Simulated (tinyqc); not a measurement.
# Schottky emission and Poole-Frenkel conduction in an insulator, and how to tell them apart: effect of temperature

Schottky emission (electrode-limited): J = As T^2 exp[-(pb - b sqrt(F))/Vt], b = sqrt(q/(4 pi eps0 ei)). Poole-Frenkel emission (bulk-limited): J = s0 F exp[-(pt - 2 b sqrt(F))/Vt]. F in V/cm.

Both formulas at the same field.

Parameters, values chosen for the exercise; dielectric values close to those of aluminium oxide:
- ei = 3.39 (high-frequency relative permittivity)
- pt = 1.18 eV (trap depth)
- s0 = 0.088 S/cm (Poole-Frenkel prefactor)
- pb = 1.56 eV (electrode barrier)
- As = 46 A/(cm^2 K^2) (Richardson constant)
- F = 1.4 MV/cm (field)

Constants: q = 1.602176634e-19 C, kB = 1.380649e-23 J/K, Vt = kB T/q, eps0 = 8.8541878128e-14 F/cm where lengths are in cm. Results are converted to the units shown.

Effect of temperature:

| T (K) | J, Schottky (A/cm^2) | J, Poole-Frenkel (A/cm^2) | ratio |
|---|---|---|---|
| 225 | 7.707e-24 | 3.839e-11 | 2.008e-13 |
| 260 | 9.571e-20 | 4.695e-9 | 2.039e-11 |
| 300 | 3.212e-16 | 2.889e-7 | 1.112e-9 |
| 340 | 1.647e-13 | 6.746e-6 | 2.442e-8 |
| 380 | 2.328e-11 | 8.113e-5 | 2.869e-7 |
| 420 | 1.307e-9 | 6.076e-4 | 2.151e-6 |
| 475 | 1.127e-7 | 0.005565 | 2.025e-5 |

Read the table: what changes, and by how much?

The Schottky current grows by 16.2 decades and the Poole-Frenkel current by 8.16, as their lowered barriers are 1.32 and 0.692 eV. A tunnelling current would hardly change over this range. For T = 225 a Fowler-Nordheim estimate for tunnelling through pb with a mass of 0.4 m0 exceeds the Schottky current, so tunnelling, left out here, would compete.

tinyqc, about 0.01 s, one thread, Intel Xeon 2.30GHz (shared host): `OMP_NUM_THREADS=1 python tinyqc.py 2370107 2370108 out.jsonl`
